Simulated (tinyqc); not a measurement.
Worked calculation: hydrogenic impurity: series, fields, screening, photoionisation and donor-acceptor pairs. Computed by tinyqc, a small Python program that keeps every step. Command: `OMP_NUM_THREADS=1 python tinyqc.py 3000090 3000091 out.jsonl hydrogenic walk`. One thread of a shared host (Intel(R) Xeon(R) Processor @ 2.30GHz), about 0.01 s of CPU time with the checks. Intermediate numbers are printed to about 7 digits and carried at full precision; extremes and crossings named in words are read from the listed rows.

One isotropic, parabolic band. Effective units: Ry* and a*, in which H = -nabla^2 - 2/r.

Inputs (values chosen for the exercise, modelled on beta-Ga2O3):
```
quantity                   value   unit
electron mass m            0.285    m_0
dielectric constant eps     10.2      -
donor density N          3.8e+16  cm^-3
magnetic field B             170      T
```

Parts treated: magnetic field and screening.

Constants: Ry = 13.605693123 eV; a_0 = 0.529177210903 angstrom; h x 1 THz = 4.135667696 meV; mu_B = 5.7883818060e-05 eV/T.

## Effective units and the series

Ry* = Ry m/eps^2, a* = a_0 eps/m; level n is bound by Ry*/n^2; <r> = (3/2) a* in 1s; lines 1s -> np at Ry* (1 - 1/n^2); 1 THz = 4.135667696 meV.

Ry* = 37.27050 meV

a* = 18.93897 angstrom

<r> of 1s = 28.40846 angstrom

Series:
```
n  binding (meV)  line from 1s (meV)  line (THz)
2       9.317624            27.95287    6.758975
3       4.141166            33.12933    8.010637
4       2.329406            34.94109    8.448718
5       1.490820            35.77968    8.651488
```

## Overlap of donors

Wigner-Seitz radius r_s = (3/(4 pi N))^(1/3); Mott criterion N_c^(1/3) a* = 0.26; overlap of two 1s orbitals at distance d: S = exp(-x)(1 + x + x^2/3), x = d/a*, with d = N^(-1/3).

r_s = 184.5196 angstrom

Mott density = 2.587323e+18 cm^-3

N over the Mott density = 0.01468699

overlap S = 1.494646e-05

The sample is on the insulating side, with isolated donors.

## Donor in a magnetic field

gamma = hbar omega_c/(2 Ry*) = mu_B B/(m Ry*). For m_z = 0, H = -nabla^2 - 2/r + gamma^2 rho^2/4, and the band edge moves to gamma Ry*. Basis: exp(-al rho^2 - be z^2), al_k = 0.02 x 2.4^k + gamma/4 x c with k = 0..11, be_k = 0.02 x 2.4^k and c = 0, 0.5, 1 (36 functions). With A = al_i + al_j, B = be_i + be_j (not the field) and the common factor pi^(3/2) dropped: S = 1/(A sqrt(B)), kinetic S (4 al_i al_j/A + 2 be_i be_j/B), <rho^2> = S/A, <1/r> = (2/sqrt(pi)) atanh(u)/(A u), u = sqrt(1 - B/A), which is (2/sqrt(pi))/A when A = B; overlap eigenvalues below 1e-11 are dropped. Binding = (gamma - E) Ry*; the spin term shifts level and edge alike.

gamma = 0.9263947

hbar omega_c = 69.05438 meV

magnetic length a*/sqrt(gamma) = 19.67698 angstrom

ground level = -26.13167 meV

binding energy in the field = 60.65886 meV

The field squeezes the orbit and raises the binding by a factor 1.628. Caution: the field is beyond non-destructive laboratory magnets (about 100 T).

## Weak-field and exact binding

Perturbation theory: E = -1 + gamma^2/2 - (53/96) gamma^4 Ry*.

Ground level (Ry*):
```
gamma     B (T)      basis  second order  fourth order   binding
0.093   17.0662  -0.995708     -0.995676      -0.99572  1.088708
0.230   42.2066  -0.974827     -0.973550      -0.97509  1.204827
0.300   55.0521  -0.958366     -0.955000      -0.95947  1.258366
0.460   84.4133  -0.908941     -0.894200      -0.91892  1.368941
0.500   91.7536  -0.894413     -0.875000      -0.90951  1.394413
0.700  128.4550  -0.811440     -0.755000      -0.88756  1.511440
0.930  170.6616  -0.699265     -0.567550      -0.98054  1.629265
1.000  183.5071  -0.662328     -0.500000      -1.05208  1.662328
1.900  348.6635  -0.111785      0.805000      -6.38981  2.011785
3.700  678.9763   1.204104      5.845000     -97.62431  2.495896
```

Second order stays within 1 % of the basis value up to gamma = 0.30 of those listed and fourth order up to 0.30; beyond, the truncated (asymptotic) series fails, while the binding keeps growing slowly, to 2.50 Ry* at gamma = 3.7. Rows above about 100 T are beyond laboratory magnets, and there polaron and band-shape effects enter.

## Binding under screening

Thomas-Fermi screening by N free electrons of one valley, taken as a degenerate gas (the hypothesis that all donors are ionised): q a* = sqrt(4 k_F a*/pi), k_F = (3 pi^2 N)^(1/3). Screened potential -(2/r) exp(-q r). Basis exp(-zeta r), zeta_k = 0.02 x 1.6^k, k = 0..23: S = 2/s^3, T = zeta_i zeta_j S, V = -2/(s + q)^2 with s = zeta_i + zeta_j; overlap eigenvalues below 1e-11 are dropped.

q a* = 0.5008035

screened binding energy = 11.01325 meV

Screening leaves 29.5 % of the binding. Caution: well below the Mott density the electrons are bound or non-degenerate, so this screening is formal: it serves to locate the transition, not to give the level.

## From screening to the Mott criterion

First order: 1 - 2 q a*. One exponent: the maximum over zeta of 8 zeta^3/(2 zeta + q)^2 - zeta^2 (golden section on 0.01 to 1.2).

Binding (Ry*):
```
N^(1/3) a*     N (cm^-3)       q a*  first order  one exponent      basis
0.0013      3.234154e+11  0.0715589    0.8568822     0.8642248  0.8642280
0.0038      8.077583e+12  0.1223443    0.7553114     0.7761563  0.7761834
0.0096      1.302400e+14  0.1944588    0.6110825     0.6617623  0.6619056
0.0190      1.009698e+15  0.2735701    0.4528597     0.5493676  0.5498291
0.0320      4.823703e+15  0.3550315    0.2899370     0.4466339  0.4477247
0.0480      1.628000e+16  0.4348230    0.1303540     0.3577015  0.3597855
0.0640      3.858963e+16  0.5020904   -0.0041807     0.2910574  0.2943141
```

The binding falls from 0.864 to 0.294 Ry*. First order, a constant shift of the potential, overshoots and turns negative from q a* = 0.5. One exponent loses the state at q a* = 1 (N^(1/3) a* = 0.254, the classic form of the Mott criterion); the full basis keeps it to 1.19. The dilute rows are formal, since there the electrons are bound or non-degenerate.

Checks made by the program: weak-field limit -1 + gamma^2/2 (relative difference 8e-06); the bound state at q = 0 (relative difference 8e-07).
